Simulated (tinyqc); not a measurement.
Implant damage, amorphisation by cascade overlap, and solid-phase epitaxial regrowth: one step, computed by the program tinyqc.

Range and width of the damage are inputs. Dynamic annealing enters only through the surviving share f.

Task: Overlap model. Gibbons model: a point turns amorphous after n + 1 hits; with y = A_i Q the amorphous share is 1 - exp(-y) sum_(k=0..n) y^k/k!. Doses are set by y.

Inputs (values chosen for the exercise, modelled on antimony ions in germanium): overlaps needed n = 1; area amorphised by one track A_i = 1.1 nm^2.

Give: the table «Amorphous share» with the columns Q (1/cm^2), direct impact (n = 0), given n, for y = 0.1, 0.3, 0.6, 1.0, 2.0, 3.0, 5.0, 8.0.

Result:

Amorphous share:
```
y    Q (1/cm^2)  direct impact (n = 0)  given n
0.1   9.091e+12                 0.0952   0.0047
0.3   2.727e+13                 0.2592   0.0369
0.6   5.455e+13                 0.4512   0.1219
1.0   9.091e+13                 0.6321   0.2642
2.0   1.818e+14                 0.8647   0.5940
3.0   2.727e+14                 0.9502   0.8009
5.0   4.545e+14                 0.9933   0.9596
8.0   7.273e+14                 0.9997   0.9970
```

At small y the share grows as y^2; between the first rows the exponent is 1.88.
